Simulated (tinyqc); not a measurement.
What each parameter does: metal-induced gap states at the contact of a metal chain and a two-band chain.

The semiconductor alternates sites A at -Eg/2 and C at +Eg/2 with hopping -t; the gap runs from -Eg/2 to Eg/2. In the gap cosh(q a) = 1 + (Eg^2/4 - E^2)/(2 t^2) and the amplitude changes by -exp(-q a) a period. The metal has site energy 0 and hopping -tm; its end site has g_m = (E - i sqrt(4 tm^2 - E^2))/(2 tm^2). Sites 1, 2, ... count into the semiconductor, with energies e1, e2 alternating. The clean half chain has g1 = 1/(E - e1 - t^2 g2), g2 = 1/(E - e2 - t^2 g1), decaying root. With the contact G11 = 1/(1/g1 - tc^2 g_m), and the density on site j is -Im G_jj/pi = |psi_j/psi_1|^2 (-Im G11/pi), per spin, with psi_2/psi_1 = -t g2, psi_3/psi_2 = -t g1.

Constants: e^2/(4 pi eps0) = 14.39964547 eV angstrom.

Parameters, chosen for this exercise (gap and optical dielectric constant near those of HfO2; the chain itself is a model; shifted at random, so the results belong to these values and not to a real crystal): Eg = 5.66 eV (gap); t = 2.25 eV (hopping in the semiconductor); tm = 2.3 eV (hopping in the metal); tc = 2.14 eV (hopping across the contact); end = C (site that touches the metal); a = 3.6 angstrom (period (two sites); one chain for each area a^2); eps = 3.8 (dielectric constant); E = -1.19 eV (energy from mid-gap).

xi = 1/(2q), summed density, and S = 1/(1 + 4 pi e^2 N xi/eps), N = 2 (summed density)/a^2.

Results for these values:
```
case  xi (angstrom)  summed density (1/eV)       S
base          1.656                0.03657  0.6920
```

What happens to each result for tc = 2.354 eV, all else kept?

Answer: xi does not change at the printed digits; summed density rises from 0.03657 to 0.04358; S falls from 0.6920 to 0.6534.

The same for each parameter in turn:
```
case           xi (angstrom)  summed density (1/eV)       S
base                   1.656                0.03657  0.6920
Eg = 6.226 eV          1.495                0.03175  0.7415
t = 2.475 eV           1.808                0.03552  0.6795
tm = 2.53 eV           1.656                0.03307  0.7130
tc = 2.354 eV          1.656                0.04358  0.6534
eps = 4.18             1.656                0.03657  0.7120
end = A                1.656                0.06218  0.5692
```

The decay length belongs to the semiconductor alone; the metal and the contact set only the amplitude.

Run: tinyqc, `OMP_NUM_THREADS=1 python tinyqc.py 1480469 1480470 out.jsonl`; Intel(R) Xeon(R) Processor @ 2.30GHz, one thread, shared host; about 0.01 s of CPU time with all checks.
